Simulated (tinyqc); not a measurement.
Worked calculation (part 2 of 2): RHF in the sto-3g basis, for BeH2, spin multiplicity 1. Computed by tinyqc, a small Python program that keeps every step (integrals from PySCF). Command: `OMP_NUM_THREADS=1 python tinyqc.py 23143 23144 out.jsonl` (the two numbers bound the seeds that draw the settings). One thread of a shared host (Intel(R) Xeon(R) Processor @ 2.60GHz), about 0.08 s of CPU time with the checks.

Geometry (angstrom):
```
atom        x         y        z
Be    0.00000   0.00000  0.00000
H     0.00000   1.73200  0.12500
H     0.00000  -1.73200  0.12500
```

## Iteration 19 (converged): orbitals

converged F (hartree):
```
           1Be 1s    1Be 2s  1Be 2px   1Be 2py   1Be 2pz     2H 1s     3H 1s
1Be 1s   -4.54074  -1.29171  0.00000   0.00000   0.00160  -0.14998  -0.14998
1Be 2s   -1.29171  -0.57394  0.00000   0.00000  -0.00921  -0.29069  -0.29069
1Be 2px   0.00000   0.00000  0.21222   0.00000   0.00000   0.00000   0.00000
1Be 2py   0.00000   0.00000  0.00000  -0.08977   0.00000  -0.27532   0.27532
1Be 2pz   0.00160  -0.00921  0.00000   0.00000   0.21135  -0.01505  -0.01505
2H 1s    -0.14998  -0.29069  0.00000  -0.27532  -0.01505  -0.19131  -0.00178
3H 1s    -0.14998  -0.29069  0.00000   0.27532  -0.01505  -0.00178  -0.19131
```

X:
```
           1Be 1s    1Be 2s  1Be 2px   1Be 2py   1Be 2pz     2H 1s     3H 1s
1Be 1s    1.02831  -0.14734  0.00000   0.00000  -0.00105   0.02000   0.02000
1Be 2s   -0.14734   1.11749  0.00000   0.00000   0.00808  -0.18313  -0.18313
1Be 2px   0.00000   0.00000  1.00000   0.00000   0.00000   0.00000   0.00000
1Be 2py   0.00000   0.00000  0.00000   1.15604   0.00000  -0.25237   0.25237
1Be 2pz  -0.00105   0.00808  0.00000   0.00000   1.00072  -0.01636  -0.01636
2H 1s     0.02000  -0.18313  0.00000  -0.25237  -0.01636   1.12212  -0.03807
3H 1s     0.02000  -0.18313  0.00000   0.25237  -0.01636  -0.03807   1.12212
```

Diagonalise F' = X^T F X, C = X C', fill 3 alpha and 3 beta electrons from the bottom; D = 2 C_occ C_occ^T. Each column has its largest component positive (the first on a tie).

F' = X^T F X (hartree):
```
          1         2        3         4         5         6         7
1  -4.43155  -0.69976  0.00000   0.00000   0.00049   0.01521   0.01521
2  -0.69976  -0.18118  0.00000   0.00000   0.00341  -0.24122  -0.24122
3   0.00000   0.00000  0.21222   0.00000   0.00000   0.00000   0.00000
4   0.00000   0.00000  0.00000   0.17718   0.00000  -0.32265   0.32265
5   0.00049   0.00341  0.00000   0.00000   0.21250  -0.01818  -0.01818
6   0.01521  -0.24122  0.00000  -0.32265  -0.01818   0.01233  -0.04356
7   0.01521  -0.24122  0.00000   0.32265  -0.01818  -0.04356   0.01233
```

orbital energies (hartree): MO1 -4.54403, MO2 -0.39110, MO3 -0.34377, MO4 0.20762, MO5 0.21222, MO6 0.29607, MO7 0.57684

coefficients C:
```
              MO1       MO2       MO3       MO4      MO5       MO6       MO7
1Be 1s    0.99200  -0.20974   0.00000   0.05991  0.00000  -0.21973   0.00000
1Be 2s    0.03023   0.63973   0.00000  -0.24303  0.00000   0.93189   0.00000
1Be 2px   0.00000   0.00000   0.00000   0.00000  1.00000   0.00000   0.00000
1Be 2py   0.00000   0.00000   0.49321   0.00000  0.00000   0.00000   1.10478
1Be 2pz  -0.00009   0.01536   0.00000   0.96489  0.00000   0.26606   0.00000
2H 1s    -0.00375   0.39307   0.45085   0.14127  0.00000  -0.66882  -0.73038
3H 1s    -0.00375   0.39307  -0.45085   0.14127  0.00000  -0.66882   0.73038
```

D after iteration 19:
```
           1Be 1s    1Be 2s  1Be 2px   1Be 2py   1Be 2pz     2H 1s     3H 1s
1Be 1s    2.05612  -0.20838  0.00000   0.00000  -0.00663  -0.17233  -0.17233
1Be 2s   -0.20838   0.82033  0.00000   0.00000   0.01964   0.50268   0.50268
1Be 2px   0.00000   0.00000  0.00000   0.00000   0.00000   0.00000   0.00000
1Be 2py   0.00000   0.00000  0.00000   0.48652   0.00000   0.44473  -0.44473
1Be 2pz  -0.00663   0.01964  0.00000   0.00000   0.00047   0.01207   0.01207
2H 1s    -0.17233   0.50268  0.00000   0.44473   0.01207   0.71556  -0.09749
3H 1s    -0.17233   0.50268  0.00000  -0.44473   0.01207  -0.09749   0.71556
```

## Convergence

Stop when the energy changes by less than 1e-09 hartree and every element of the error matrix X^T (F D S - S D F) X is below 9e-06.

Course of the cycle:
```
iteration  E (hartree)     change  largest element of the error matrix
1          -14.6021388          -                             4.93e-01
2          -15.1829725  -5.81e-01                             1.62e-01
3          -15.3729473  -1.90e-01                             5.39e-02
4          -15.4315236  -5.86e-02                             1.69e-02
5          -15.4492479  -1.77e-02                             5.07e-03
6          -15.4545805  -5.33e-03                             1.52e-03
7          -15.4561817  -1.60e-03                             4.57e-04
8          -15.4566622  -4.80e-04                             1.37e-04
9          -15.4568064  -1.44e-04                             4.11e-05
10         -15.4568496  -4.32e-05                             1.23e-05
11         -15.4568626  -1.30e-05                             3.70e-06
12         -15.4568665  -3.89e-06                             1.11e-06
13         -15.4568676  -1.17e-06                             3.33e-07
14         -15.4568680  -3.50e-07                             1.00e-07
15         -15.4568681  -1.05e-07                             3.00e-08
16         -15.4568681  -3.15e-08                             9.00e-09
17         -15.4568681  -9.46e-09                             2.70e-09
18         -15.4568681  -2.84e-09                             8.10e-10
19         -15.4568681  -8.51e-10                             2.43e-10
```

PySCF RHF in the same basis = -15.4568681 hartree

Converged in 19 iterations.

## Populations, bond orders and dipole

overlap S:
```
          1Be 1s   1Be 2s  1Be 2px   1Be 2py  1Be 2pz    2H 1s     3H 1s
1Be 1s   1.00000  0.25952  0.00000   0.00000  0.00000  0.02909   0.02909
1Be 2s   0.25952  1.00000  0.00000   0.00000  0.00000  0.31223   0.31223
1Be 2px  0.00000  0.00000  1.00000   0.00000  0.00000  0.00000   0.00000
1Be 2py  0.00000  0.00000  0.00000   1.00000  0.00000  0.39672  -0.39672
1Be 2pz  0.00000  0.00000  0.00000   0.00000  1.00000  0.02863   0.02863
2H 1s    0.02909  0.31223  0.00000   0.39672  0.02863  1.00000   0.00653
3H 1s    0.02909  0.31223  0.00000  -0.39672  0.02863  0.00653   1.00000
```

Mulliken: Z minus the diagonal of D S on the atom; Loewdin: the same with S^(1/2) D S^(1/2); Mayer order: 2 sum_s sum (D(s) S)_ij (D(s) S)_ji over the two atoms.

Charges (e):
```
atom  Mulliken   Loewdin
1Be    0.08728   0.07705
2H    -0.04364  -0.03852
3H    -0.04364  -0.03852
```

Mayer bond orders:
```
pair    order
2-1   0.98441
3-1   0.98441
3-2   0.01368
```

dipole moment about the origin, x y z (debye): 0.00000  0.00000  -0.32206
